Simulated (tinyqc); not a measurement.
## Gap voltage and exponent from three temperatures

Inverse problem. At constant current VBE(T) = Vg0 - a T - eta (kB T/q) ln T, where a is a constant. Find Vg0, eta and dVBE/dT at the middle temperature.

Constants: q = 1.602176634e-19 C, kB = 1.380649e-23 J/K. Results are converted to the units shown.

T (K): [233, 300, 330]
VBE at a constant current (V): [0.8663724112, 0.7518028147, 0.6989258196]

Answer. The relation is linear in Vg0, a and eta, so three points give a linear system; the slope is (VBE - Vg0 - eta kB T/q)/T. eta rests on the curvature of VBE(T) alone, so real fits need accuracy of some tens of microvolts or better.

Vg0 = 1.18 V
eta = 3.60
dVBE/dT = -1.75 mV/K

Numbers from tinyqc (`OMP_NUM_THREADS=1 python tinyqc.py 2062047 2062048 out.jsonl`; about 0.02 s on one thread of a shared Intel Xeon 2.30GHz).
